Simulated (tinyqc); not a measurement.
Transmission against field: band-to-band tunnelling across a p-n junction in a two-band chain.

Sites alternate A at -Eg/2 and C at +Eg/2 with hopping -t; near the edges, with k counted from the zone boundary pi/a, E^2 = (Eg/2)^2 + (t a k)^2, so t = sqrt(c Eg/m)/a gives the mass m, c = hbar^2/2m0. In the gap cosh(q a) = 1 + (Eg^2/4 - e^2)/(2 t^2), e the energy from the local mid-gap. The potential is V0 = Eg + ov on the p side (left), 0 on the n side, and falls linearly over the 2N sites of the junction, V_j = V0 (1 - j/(2N + 1)), j = 1 to 2N, site 1 being A. E = Eg/2 + x ov. A half chain that ends on a site of level e1 with neighbour e2 has g = (1 + z)/(E - e1), z = exp(-/+ i k a) the root with Im g < 0, cos(k a) = (E - e1)(E - e2)/(2 t^2) - 1. S_L = t^2 g (ending on C, shifted by V0), S_R = t^2 g (starting on A). T = 4 Im(S_L) Im(S_R) |G_(1,2N)|^2.

Constants: hbar^2/2m0 = 3.80998211 eV angstrom^2.

Values chosen for the exercise (gap and mass near those of GaAs; shifted at random, so the results belong to these values and not to a real crystal):
```
symbol  value   unit      meaning
Eg      1.476   eV        gap
m       0.0723  m0        mass of electron and light hole
a       4       angstrom  period (two sites)
ov      0.13    eV        overlap: top of the valence band on the p side above the conduction edge on the n side
x       0.72              energy above the n-side conduction edge, as a share of ov
```

N is varied at fixed V0 and E. WKB: exp(-2 I/F) with I = pi Eg^2/(8 t a), F = V0/((2N + 1) a/2); this is the Landau-Zener result for a uniform field.

Against N:
```
N   F (MV/cm)  exponent  T, chain    T, WKB  ratio
5       7.300     2.658    0.0512    0.0701  0.730
8       4.724     4.107    0.0173    0.0165  1.054
12      3.212     6.040   0.00326   0.00238  1.369
26      1.515    12.805  5.16e-06  2.75e-06  1.879
38      1.043    18.604  1.68e-08  8.33e-09  2.018
55      0.723    26.819  4.63e-12  2.25e-12  2.054
80      0.499    38.899  2.55e-17  1.28e-17  1.994
```

Give the missing row, N = 18, F (MV/cm) = 2.170.

Computed row:
```
N   F (MV/cm)  exponent  T, chain    T, WKB  ratio
18      2.170     8.940  0.000218  0.000131  1.663
```

T falls from 0.0512 at 7.30 to 2.55e-17 at 0.50 MV/cm. ln T against 1/F has slope -19.413 MV/cm between the rows N = 38 and 80, against -2I = -19.401. The ratio to WKB stays between 0.73 (N = 5) and 2.05 (N = 55): the exponent decides, and the ratio holds the reflections where the field begins and ends and the lattice correction to q, which scales the exponent and so grows with N.

tinyqc: `OMP_NUM_THREADS=1 python tinyqc.py 1481282 1481283 out.jsonl`; about 0.01 s, one thread, shared Intel(R) Xeon(R) Processor @ 2.30GHz.
